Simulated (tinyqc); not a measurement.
Inside a calculation (part 1 of 2). Method: UHF in the sto-6g basis, for Li, spin multiplicity 2. Computed by tinyqc, a small Python program that keeps every step (integrals from PySCF). Settings: charge = 0, multiplicity = 2, basis = sto-6g, energy threshold = 1e-08, iteration cap = 63, orthogonalisation = canonical, start = core, DIIS depth = 8, damping = 0.2, method = UHF. Command: `OMP_NUM_THREADS=1 python tinyqc.py 24727 24728 out.jsonl` (the two numbers bound the seeds that draw the settings). One thread of a shared host (Intel(R) Xeon(R) Processor @ 2.60GHz), about 0.06 s of CPU time with the checks. Later iterations appear only in the table of the cycle.

## One-electron integrals

Geometry (angstrom):
```
atom,x,y,z
Li,0.000000,0.000000,0.000000
```

Basis sto-6g: exponents (1/bohr^2) and contraction coefficients of normalised primitives:
```
element,l (shell),exponent,coefficient
Li,s (1),167.175846,0.009164
Li,s (1),30.651508,0.049361
Li,s (1),8.575187,0.168538
Li,s (1),2.945808,0.370563
Li,s (1),1.143944,0.416492
Li,s (1),0.471139,0.130334
Li,s (2),6.597564,-0.013253
Li,s (2),1.305830,-0.046992
Li,s (2),0.405851,-0.033785
Li,s (2),0.156146,0.250242
Li,s (2),0.067814,0.595117
Li,s (2),0.031084,0.240706
Li,p (3),6.597564,0.003760
Li,p (3),1.305830,0.037679
Li,p (3),0.405851,0.173897
Li,p (3),0.156146,0.418036
Li,p (3),0.067814,0.425860
Li,p (3),0.031084,0.101708
```

Overlap, kinetic and nuclear-attraction integrals over the contracted functions; the nuclear repulsion is the sum of Za Zb / Rab.

nuclear repulsion = 0 hartree

overlap S:
```
,1Li 1s,1Li 2s,1Li 2px,1Li 2py,1Li 2pz
1Li 1s,1.000000,0.235742,0.000000,0.000000,0.000000
1Li 2s,0.235742,1.000000,0.000000,0.000000,0.000000
1Li 2px,0.000000,0.000000,1.000000,0.000000,0.000000
1Li 2py,0.000000,0.000000,0.000000,1.000000,0.000000
1Li 2pz,0.000000,0.000000,0.000000,0.000000,1.000000
```

kinetic energy T (hartree):
```
,1Li 1s,1Li 2s,1Li 2px,1Li 2py,1Li 2pz
1Li 1s,3.616742,-0.110723,0.000000,0.000000,0.000000
1Li 2s,-0.110723,0.106524,0.000000,0.000000,0.000000
1Li 2px,0.000000,0.000000,0.320007,0.000000,0.000000
1Li 2py,0.000000,0.000000,0.000000,0.320007,0.000000
1Li 2pz,0.000000,0.000000,0.000000,0.000000,0.320007
```

nuclear attraction V (hartree):
```
,1Li 1s,1Li 2s,1Li 2px,1Li 2py,1Li 2pz
1Li 1s,-8.067144,-0.828362,0.000000,0.000000,0.000000
1Li 2s,-0.828362,-1.200045,0.000000,0.000000,0.000000
1Li 2px,0.000000,0.000000,-1.199992,0.000000,0.000000
1Li 2py,0.000000,0.000000,0.000000,-1.199992,0.000000
1Li 2pz,0.000000,0.000000,0.000000,0.000000,-1.199992
```

core Hamiltonian H = T + V (hartree):
```
,1Li 1s,1Li 2s,1Li 2px,1Li 2py,1Li 2pz
1Li 1s,-4.450402,-0.939085,0.000000,0.000000,0.000000
1Li 2s,-0.939085,-1.093522,0.000000,0.000000,0.000000
1Li 2px,0.000000,0.000000,-0.879985,0.000000,0.000000
1Li 2py,0.000000,0.000000,0.000000,-0.879985,0.000000
1Li 2pz,0.000000,0.000000,0.000000,0.000000,-0.879985
```

## Two-electron integrals

Functions are numbered as in S; the eight-fold symmetry (ij|kl) = (ji|kl) = (kl|ij) leaves the list below.

Two-electron integrals (ij|kl) in chemists' order, unique and non-zero (hartree):
```
i,j,k,l,(ij|kl)
1,1,1,1,1.681247
2,1,1,1,0.242603
2,1,2,1,0.044507
2,2,1,1,0.397190
2,2,2,1,0.090279
2,2,2,2,0.290625
3,1,3,1,0.009437
3,2,3,1,0.014261
3,2,3,2,0.064236
3,3,1,1,0.397190
3,3,2,1,0.090279
3,3,2,2,0.290625
3,3,3,3,0.313125
4,1,4,1,0.009437
4,2,4,1,0.014261
4,2,4,2,0.064236
4,3,4,3,0.016875
4,4,1,1,0.397190
4,4,2,1,0.090279
4,4,2,2,0.290625
4,4,3,3,0.279374
4,4,4,4,0.313125
5,1,5,1,0.009437
5,2,5,1,0.014261
5,2,5,2,0.064236
5,3,5,3,0.016875
5,4,5,4,0.016875
5,5,1,1,0.397190
5,5,2,1,0.090279
5,5,2,2,0.290625
5,5,3,3,0.279374
5,5,4,4,0.279374
5,5,5,5,0.313125
```

## Orthogonalisation

S = U s U^T; canonical form X = U s^(-1/2), so that X^T S X = 1. Each column of U has its largest component positive (the first on a tie).

eigenvalues of S: 0.764258  1.000000  1.000000  1.000000  1.235742

X:
```
,1,2,3,4,5
1Li 1s,0.808845,0.000000,0.000000,0.000000,0.636094
1Li 2s,-0.808845,0.000000,0.000000,0.000000,0.636094
1Li 2px,0.000000,1.000000,0.000000,0.000000,0.000000
1Li 2py,0.000000,0.000000,1.000000,0.000000,0.000000
1Li 2pz,0.000000,0.000000,0.000000,1.000000,0.000000
```

Within a degenerate level the vectors are fixed only up to a rotation; this is one choice.

## Starting guess

The start is the orbitals of the core Hamiltonian; D(s) = C_occ C_occ^T for each spin.

D(alpha) at the start:
```
,1Li 1s,1Li 2s,1Li 2px,1Li 2py,1Li 2pz
1Li 1s,1.058845,-0.249614,0.000000,0.000000,0.000000
1Li 2s,-0.249614,1.058845,0.000000,0.000000,0.000000
1Li 2px,0.000000,0.000000,0.000000,0.000000,0.000000
1Li 2py,0.000000,0.000000,0.000000,0.000000,0.000000
1Li 2pz,0.000000,0.000000,0.000000,0.000000,0.000000
```

D(beta) at the start:
```
,1Li 1s,1Li 2s,1Li 2px,1Li 2py,1Li 2pz
1Li 1s,1.014686,-0.033493,0.000000,0.000000,0.000000
1Li 2s,-0.033493,0.001106,0.000000,0.000000,0.000000
1Li 2px,0.000000,0.000000,0.000000,0.000000,0.000000
1Li 2py,0.000000,0.000000,0.000000,0.000000,0.000000
1Li 2pz,0.000000,0.000000,0.000000,0.000000,0.000000
```

## Iteration 1: building the Fock matrix

J_ij = sum D_kl (ij|kl) with D = D(alpha) + D(beta), K_ij = sum D_kl (ik|jl) for each spin; F = H + J - K(s); E = tr D H + tr D J / 2 - 0.5 sum_s tr D(s) K(s) + E_nn.

Coulomb J (hartree):
```
,1Li 1s,1Li 2s,1Li 2px,1Li 2py,1Li 2pz
1Li 1s,3.769753,0.573535,0.000000,0.000000,0.000000
1Li 2s,0.573535,1.080516,0.000000,0.000000,0.000000
1Li 2px,0.000000,0.000000,1.080517,0.000000,0.000000
1Li 2py,0.000000,0.000000,0.000000,1.080517,0.000000
1Li 2pz,0.000000,0.000000,0.000000,0.000000,1.080517
```

exchange K(alpha) (hartree):
```
,1Li 1s,1Li 2s,1Li 2px,1Li 2py,1Li 2pz
1Li 1s,1.706191,0.242216,0.000000,0.000000,0.000000
1Li 2s,0.242216,0.309783,0.000000,0.000000,0.000000
1Li 2px,0.000000,0.000000,0.070889,0.000000,0.000000
1Li 2py,0.000000,0.000000,0.000000,0.070889,0.000000
1Li 2pz,0.000000,0.000000,0.000000,0.000000,0.070889
```

exchange K(beta) (hartree):
```
,1Li 1s,1Li 2s,1Li 2px,1Li 2py,1Li 2pz
1Li 1s,1.689736,0.231471,0.000000,0.000000,0.000000
1Li 2s,0.231471,0.039435,0.000000,0.000000,0.000000
1Li 2px,0.000000,0.000000,0.008691,0.000000,0.000000
1Li 2py,0.000000,0.000000,0.000000,0.008691,0.000000
1Li 2pz,0.000000,0.000000,0.000000,0.000000,0.008691
```

F(alpha) (hartree):
```
,1Li 1s,1Li 2s,1Li 2px,1Li 2py,1Li 2pz
1Li 1s,-2.386841,-0.607766,0.000000,0.000000,0.000000
1Li 2s,-0.607766,-0.322789,0.000000,0.000000,0.000000
1Li 2px,0.000000,0.000000,0.129643,0.000000,0.000000
1Li 2py,0.000000,0.000000,0.000000,0.129643,0.000000
1Li 2pz,0.000000,0.000000,0.000000,0.000000,0.129643
```

F(beta) (hartree):
```
,1Li 1s,1Li 2s,1Li 2px,1Li 2py,1Li 2pz
1Li 1s,-2.370385,-0.597022,0.000000,0.000000,0.000000
1Li 2s,-0.597022,-0.052441,0.000000,0.000000,0.000000
1Li 2px,0.000000,0.000000,0.191841,0.000000,0.000000
1Li 2py,0.000000,0.000000,0.000000,0.191841,0.000000
1Li 2pz,0.000000,0.000000,0.000000,0.000000,0.191841
```

total energy of this density = -7.39316196 hartree

This density is the starting one.

## Iteration 1: diagonalisation and new density

Diagonalise F' = X^T F X, C = X C', fill 2 alpha and 1 beta electrons from the bottom; D(s) = C_occ C_occ^T; the new density keeps 0.2 of the old one (damping). Each column has its largest component positive (the first on a tie).

F' = X^T F X (alpha) (hartree):
```
,1,2,3,4,5
1,-0.977483,0.000000,0.000000,0.000000,-1.061956
2,0.000000,0.129643,0.000000,0.000000,0.000000
3,0.000000,0.000000,0.129643,0.000000,0.000000
4,0.000000,0.000000,0.000000,0.129643,0.000000
5,-1.061956,0.000000,0.000000,0.000000,-1.588180
```

orbital energies (alpha) (hartree): MO1 -2.387815, MO2 -0.177848, MO3 0.129643, MO4 0.129643, MO5 0.129643

coefficients C (alpha):
```
,MO1,MO2,MO3,MO4,MO5
1Li 1s,0.994686,-0.263524,0.000000,0.000000,0.000000
1Li 2s,0.021607,1.028775,0.000000,0.000000,0.000000
1Li 2px,0.000000,0.000000,-0.106766,0.384595,0.916890
1Li 2py,0.000000,0.000000,0.842100,-0.455324,0.289046
1Li 2pz,0.000000,0.000000,0.528647,0.802974,-0.275254
```

F' = X^T F X (beta) (hartree):
```
,1,2,3,4,5
1,-0.803906,0.000000,0.000000,0.000000,-1.192584
2,0.000000,0.191841,0.000000,0.000000,0.000000
3,0.000000,0.000000,0.191841,0.000000,0.000000
4,0.000000,0.000000,0.000000,0.191841,0.000000
5,-1.192584,0.000000,0.000000,0.000000,-1.463440
```

orbital energies (beta) (hartree): MO1 -2.371010, MO2 0.103664, MO3 0.191841, MO4 0.191841, MO5 0.191841

coefficients C (beta):
```
,MO1,MO2,MO3,MO4,MO5
1Li 1s,0.996018,-0.258444,0.000000,0.000000,0.000000
1Li 2s,0.016356,1.028872,0.000000,0.000000,0.000000
1Li 2px,0.000000,0.000000,1.000000,0.000000,0.000000
1Li 2py,0.000000,0.000000,0.000000,0.000000,1.000000
1Li 2pz,0.000000,0.000000,0.000000,1.000000,0.000000
```

D(alpha) after iteration 1:
```
,1Li 1s,1Li 2s,1Li 2px,1Li 2py,1Li 2pz
1Li 1s,1.058845,-0.249614,0.000000,0.000000,0.000000
1Li 2s,-0.249614,1.058845,0.000000,0.000000,0.000000
1Li 2px,0.000000,0.000000,0.000000,0.000000,0.000000
1Li 2py,0.000000,0.000000,0.000000,0.000000,0.000000
1Li 2pz,0.000000,0.000000,0.000000,0.000000,0.000000
```

D(beta) after iteration 1:
```
,1Li 1s,1Li 2s,1Li 2px,1Li 2py,1Li 2pz
1Li 1s,0.996578,0.006334,0.000000,0.000000,0.000000
1Li 2s,0.006334,0.000435,0.000000,0.000000,0.000000
1Li 2px,0.000000,0.000000,0.000000,0.000000,0.000000
1Li 2py,0.000000,0.000000,0.000000,0.000000,0.000000
1Li 2pz,0.000000,0.000000,0.000000,0.000000,0.000000
```

Within a degenerate level the vectors are fixed only up to a rotation; this is one choice.

## Iteration 2: building the Fock matrix

As before.

Coulomb J (hartree):
```
,1Li 1s,1Li 2s,1Li 2px,1Li 2py,1Li 2pz
1Li 1s,3.758368,0.572626,0.000000,0.000000,0.000000
1Li 2s,0.572626,1.080320,0.000000,0.000000,0.000000
1Li 2px,0.000000,0.000000,1.080321,0.000000,0.000000
1Li 2py,0.000000,0.000000,0.000000,1.080321,0.000000
1Li 2pz,0.000000,0.000000,0.000000,0.000000,1.080321
```

exchange K(alpha) (hartree):
```
,1Li 1s,1Li 2s,1Li 2px,1Li 2py,1Li 2pz
1Li 1s,1.706191,0.242216,0.000000,0.000000,0.000000
1Li 2s,0.242216,0.309783,0.000000,0.000000,0.000000
1Li 2px,0.000000,0.000000,0.070889,0.000000,0.000000
1Li 2py,0.000000,0.000000,0.000000,0.070889,0.000000
1Li 2pz,0.000000,0.000000,0.000000,0.000000,0.070889
```

exchange K(beta) (hartree):
```
,1Li 1s,1Li 2s,1Li 2px,1Li 2py,1Li 2pz
1Li 1s,1.678587,0.244610,0.000000,0.000000,0.000000
1Li 2s,0.244610,0.045625,0.000000,0.000000,0.000000
1Li 2px,0.000000,0.000000,0.009613,0.000000,0.000000
1Li 2py,0.000000,0.000000,0.000000,0.009613,0.000000
1Li 2pz,0.000000,0.000000,0.000000,0.000000,0.009613
```

F(alpha) (hartree):
```
,1Li 1s,1Li 2s,1Li 2px,1Li 2py,1Li 2pz
1Li 1s,-2.398226,-0.608675,0.000000,0.000000,0.000000
1Li 2s,-0.608675,-0.322985,0.000000,0.000000,0.000000
1Li 2px,0.000000,0.000000,0.129447,0.000000,0.000000
1Li 2py,0.000000,0.000000,0.000000,0.129447,0.000000
1Li 2pz,0.000000,0.000000,0.000000,0.000000,0.129447
```

F(beta) (hartree):
```
,1Li 1s,1Li 2s,1Li 2px,1Li 2py,1Li 2pz
1Li 1s,-2.370621,-0.611068,0.000000,0.000000,0.000000
1Li 2s,-0.611068,-0.058827,0.000000,0.000000,0.000000
1Li 2px,0.000000,0.000000,0.190723,0.000000,0.000000
1Li 2py,0.000000,0.000000,0.000000,0.190723,0.000000
1Li 2pz,0.000000,0.000000,0.000000,0.000000,0.190723
```

total energy of this density = -7.39831566 hartree

This density is a damped mixture and is not idempotent.

## Iteration 2: DIIS over 2 matrices

error matrix X^T (FDS - SDF) X (alpha):
```
,1,2,3,4,5
1,0.000000,0.000000,0.000000,0.000000,0.000000
2,0.000000,0.000000,0.000000,0.000000,0.000000
3,0.000000,0.000000,0.000000,0.000000,0.000000
4,0.000000,0.000000,0.000000,0.000000,0.000000
5,0.000000,0.000000,0.000000,0.000000,0.000000
```

B (overlaps of the stored error matrices):
```
,1,2
1,2.8383694e-02,9.1032864e-03
2,9.1032864e-03,2.9196279e-03
```

Minimise |sum c_i e_i|^2 with sum c_i = 1: solve [B -1; -1 0][c; lambda] = [0; -1] with B_ij = tr e_i^T e_j summed over both spins, and take F = sum c_i F_i.

DIIS coefficients: -0.472152  1.472152

extrapolated F(alpha) (hartree):
```
,1Li 1s,1Li 2s,1Li 2px,1Li 2py,1Li 2pz
1Li 1s,-2.403601,-0.609103,0.000000,0.000000,0.000000
1Li 2s,-0.609103,-0.323078,0.000000,0.000000,0.000000
1Li 2px,0.000000,0.000000,0.129355,0.000000,0.000000
1Li 2py,0.000000,0.000000,0.000000,0.129355,0.000000
1Li 2pz,0.000000,0.000000,0.000000,0.000000,0.129355
```

extrapolated F(beta) (hartree):
```
,1Li 1s,1Li 2s,1Li 2px,1Li 2py,1Li 2pz
1Li 1s,-2.370733,-0.617700,0.000000,0.000000,0.000000
1Li 2s,-0.617700,-0.061843,0.000000,0.000000,0.000000
1Li 2px,0.000000,0.000000,0.190195,0.000000,0.000000
1Li 2py,0.000000,0.000000,0.000000,0.190195,0.000000
1Li 2pz,0.000000,0.000000,0.000000,0.000000,0.190195
```

## Iteration 2: diagonalisation and new density

As before.

F' = X^T F X (alpha) (hartree):
```
,1,2,3,4,5
1,-0.986887,0.000000,0.000000,0.000000,-1.070431
2,0.000000,0.129355,0.000000,0.000000,0.000000
3,0.000000,0.000000,0.129355,0.000000,0.000000
4,0.000000,0.000000,0.000000,0.129355,0.000000
5,-1.070431,0.000000,0.000000,0.000000,-1.596160
```

orbital energies (alpha) (hartree): MO1 -2.404460, MO2 -0.178588, MO3 0.129355, MO4 0.129355, MO5 0.129355

coefficients C (alpha):
```
,MO1,MO2,MO3,MO4,MO5
1Li 1s,0.995043,-0.262171,0.000000,0.000000,0.000000
1Li 2s,0.020208,1.028803,0.000000,0.000000,0.000000
1Li 2px,0.000000,0.000000,1.000000,0.000000,0.000000
1Li 2py,0.000000,0.000000,0.000000,0.000000,1.000000
1Li 2pz,0.000000,0.000000,0.000000,1.000000,0.000000
```

F' = X^T F X (beta) (hartree):
```
,1,2,3,4,5
1,-0.783228,0.000000,0.000000,0.000000,-1.187926
2,0.000000,0.190195,0.000000,0.000000,0.000000
3,0.000000,0.000000,0.190195,0.000000,0.000000
4,0.000000,0.000000,0.000000,0.190195,0.000000
5,-1.187926,0.000000,0.000000,0.000000,-1.484118
```

orbital energies (beta) (hartree): MO1 -2.372213, MO2 0.104867, MO3 0.190195, MO4 0.190195, MO5 0.190195

coefficients C (beta):
```
,MO1,MO2,MO3,MO4,MO5
1Li 1s,0.993772,-0.266948,0.000000,0.000000,0.000000
1Li 2s,0.025150,1.028694,0.000000,0.000000,0.000000
1Li 2px,0.000000,0.000000,0.965167,0.207640,-0.159182
1Li 2py,0.000000,0.000000,0.233888,-0.412069,0.880622
1Li 2pz,0.000000,0.000000,-0.117259,0.887178,0.446280
```

D(alpha) after iteration 2:
```
,1Li 1s,1Li 2s,1Li 2px,1Li 2py,1Li 2pz
1Li 1s,1.058845,-0.249614,0.000000,0.000000,0.000000
1Li 2s,-0.249614,1.058845,0.000000,0.000000,0.000000
1Li 2px,0.000000,0.000000,0.000000,0.000000,0.000000
1Li 2py,0.000000,0.000000,0.000000,0.000000,0.000000
1Li 2pz,0.000000,0.000000,0.000000,0.000000,0.000000
```

D(beta) after iteration 2:
```
,1Li 1s,1Li 2s,1Li 2px,1Li 2py,1Li 2pz
1Li 1s,0.989383,0.021261,0.000000,0.000000,0.000000
1Li 2s,0.021261,0.000593,0.000000,0.000000,0.000000
1Li 2px,0.000000,0.000000,0.000000,0.000000,0.000000
1Li 2py,0.000000,0.000000,0.000000,0.000000,0.000000
1Li 2pz,0.000000,0.000000,0.000000,0.000000,0.000000
```

Within a degenerate level the vectors are fixed only up to a rotation; this is one choice.

## Iteration 3: building the Fock matrix

As before.

Coulomb J (hartree):
```
,1Li 1s,1Li 2s,1Li 2px,1Li 2py,1Li 2pz
1Li 1s,3.753575,0.572224,0.000000,0.000000,0.000000
1Li 2s,0.572224,1.080203,0.000000,0.000000,0.000000
1Li 2px,0.000000,0.000000,1.080204,0.000000,0.000000
1Li 2py,0.000000,0.000000,0.000000,1.080204,0.000000
1Li 2pz,0.000000,0.000000,0.000000,0.000000,1.080204
```

exchange K(alpha) (hartree):
```
,1Li 1s,1Li 2s,1Li 2px,1Li 2py,1Li 2pz
1Li 1s,1.706191,0.242216,0.000000,0.000000,0.000000
1Li 2s,0.242216,0.309783,0.000000,0.000000,0.000000
1Li 2px,0.000000,0.000000,0.070889,0.000000,0.000000
1Li 2py,0.000000,0.000000,0.000000,0.070889,0.000000
1Li 2pz,0.000000,0.000000,0.000000,0.000000,0.070889
```

exchange K(beta) (hartree):
```
,1Li 1s,1Li 2s,1Li 2px,1Li 2py,1Li 2pz
1Li 1s,1.673739,0.249471,0.000000,0.000000,0.000000
1Li 2s,0.249471,0.048046,0.000000,0.000000,0.000000
1Li 2px,0.000000,0.000000,0.009981,0.000000,0.000000
1Li 2py,0.000000,0.000000,0.000000,0.009981,0.000000
1Li 2pz,0.000000,0.000000,0.000000,0.000000,0.009981
```

F(alpha) (hartree):
```
,1Li 1s,1Li 2s,1Li 2px,1Li 2py,1Li 2pz
1Li 1s,-2.403018,-0.609077,0.000000,0.000000,0.000000
1Li 2s,-0.609077,-0.323102,0.000000,0.000000,0.000000
1Li 2px,0.000000,0.000000,0.129330,0.000000,0.000000
1Li 2py,0.000000,0.000000,0.000000,0.129330,0.000000
1Li 2pz,0.000000,0.000000,0.000000,0.000000,0.129330
```

F(beta) (hartree):
```
,1Li 1s,1Li 2s,1Li 2px,1Li 2py,1Li 2pz
1Li 1s,-2.370566,-0.616332,0.000000,0.000000,0.000000
1Li 2s,-0.616332,-0.061365,0.000000,0.000000,0.000000
1Li 2px,0.000000,0.000000,0.190238,0.000000,0.000000
1Li 2py,0.000000,0.000000,0.000000,0.190238,0.000000
1Li 2pz,0.000000,0.000000,0.000000,0.000000,0.190238
```

total energy of this density = -7.39958837 hartree

This density is a damped mixture and is not idempotent.

## Iteration 3: DIIS over 3 matrices

error matrix X^T (FDS - SDF) X (alpha):
```
,1,2,3,4,5
1,0.000000,0.000000,0.000000,0.000000,0.000000
2,0.000000,0.000000,0.000000,0.000000,0.000000
3,0.000000,0.000000,0.000000,0.000000,0.000000
4,0.000000,0.000000,0.000000,0.000000,0.000000
5,0.000000,0.000000,0.000000,0.000000,0.000000
```

B (overlaps of the stored error matrices):
```
,1,2,3
1,2.8383694e-02,9.1032864e-03,1.8206573e-03
2,9.1032864e-03,2.9196279e-03,5.8392557e-04
3,1.8206573e-03,5.8392557e-04,1.1678511e-04
```

As before.

DIIS coefficients: -0.198057  0.472405  0.725653

extrapolated F(alpha) (hartree):
```
,1Li 1s,1Li 2s,1Li 2px,1Li 2py,1Li 2pz
1Li 1s,-2.403958,-0.609147,0.000000,0.000000,0.000000
1Li 2s,-0.609147,-0.323109,0.000000,0.000000,0.000000
1Li 2px,0.000000,0.000000,0.129324,0.000000,0.000000
1Li 2py,0.000000,0.000000,0.000000,0.129324,0.000000
1Li 2pz,0.000000,0.000000,0.000000,0.000000,0.129324
```

extrapolated F(beta) (hartree):
```
,1Li 1s,1Li 2s,1Li 2px,1Li 2py,1Li 2pz
1Li 1s,-2.370628,-0.617670,0.000000,0.000000,0.000000
1Li 2s,-0.617670,-0.061934,0.000000,0.000000,0.000000
1Li 2px,0.000000,0.000000,0.190149,0.000000,0.000000
1Li 2py,0.000000,0.000000,0.000000,0.190149,0.000000
1Li 2pz,0.000000,0.000000,0.000000,0.000000,0.190149
```

## Iteration 3: diagonalisation and new density

As before.

F' = X^T F X (alpha) (hartree):
```
,1,2,3,4,5
1,-0.987084,0.000000,0.000000,0.000000,-1.070599
2,0.000000,0.129324,0.000000,0.000000,0.000000
3,0.000000,0.000000,0.129324,0.000000,0.000000
4,0.000000,0.000000,0.000000,0.129324,0.000000
5,-1.070599,0.000000,0.000000,0.000000,-1.596353
```

orbital energies (alpha) (hartree): MO1 -2.404815, MO2 -0.178622, MO3 0.129324, MO4 0.129324, MO5 0.129324

coefficients C (alpha):
```
,MO1,MO2,MO3,MO4,MO5
1Li 1s,0.995049,-0.262149,0.000000,0.000000,0.000000
1Li 2s,0.020186,1.028804,0.000000,0.000000,0.000000
1Li 2px,0.000000,0.000000,-0.096439,0.121097,0.987945
1Li 2py,0.000000,0.000000,-0.563115,0.811812,-0.154477
1Li 2pz,0.000000,0.000000,0.820732,0.571224,0.010099
```

F' = X^T F X (beta) (hartree):
```
,1,2,3,4,5
1,-0.783257,0.000000,0.000000,0.000000,-1.187825
2,0.000000,0.190149,0.000000,0.000000,0.000000
3,0.000000,0.000000,0.190149,0.000000,0.000000
4,0.000000,0.000000,0.000000,0.190149,0.000000
5,-1.187825,0.000000,0.000000,0.000000,-1.484089
```

orbital energies (beta) (hartree): MO1 -2.372107, MO2 0.104761, MO3 0.190149, MO4 0.190149, MO5 0.190149

coefficients C (beta):
```
,MO1,MO2,MO3,MO4,MO5
1Li 1s,0.993772,-0.266948,0.000000,0.000000,0.000000
1Li 2s,0.025150,1.028694,0.000000,0.000000,0.000000
1Li 2px,0.000000,0.000000,0.000000,0.000000,1.000000
1Li 2py,0.000000,0.000000,0.000000,1.000000,0.000000
1Li 2pz,0.000000,0.000000,1.000000,0.000000,0.000000
```

D(alpha) after iteration 3:
```
,1Li 1s,1Li 2s,1Li 2px,1Li 2py,1Li 2pz
1Li 1s,1.058845,-0.249614,0.000000,0.000000,0.000000
1Li 2s,-0.249614,1.058845,0.000000,0.000000,0.000000
1Li 2px,0.000000,0.000000,0.000000,0.000000,0.000000
1Li 2py,0.000000,0.000000,0.000000,0.000000,0.000000
1Li 2pz,0.000000,0.000000,0.000000,0.000000,0.000000
```

D(beta) after iteration 3:
```
,1Li 1s,1Li 2s,1Li 2px,1Li 2py,1Li 2pz
1Li 1s,0.987943,0.024247,0.000000,0.000000,0.000000
1Li 2s,0.024247,0.000625,0.000000,0.000000,0.000000
1Li 2px,0.000000,0.000000,0.000000,0.000000,0.000000
1Li 2py,0.000000,0.000000,0.000000,0.000000,0.000000
1Li 2pz,0.000000,0.000000,0.000000,0.000000,0.000000
```

Within a degenerate level the vectors are fixed only up to a rotation; this is one choice.
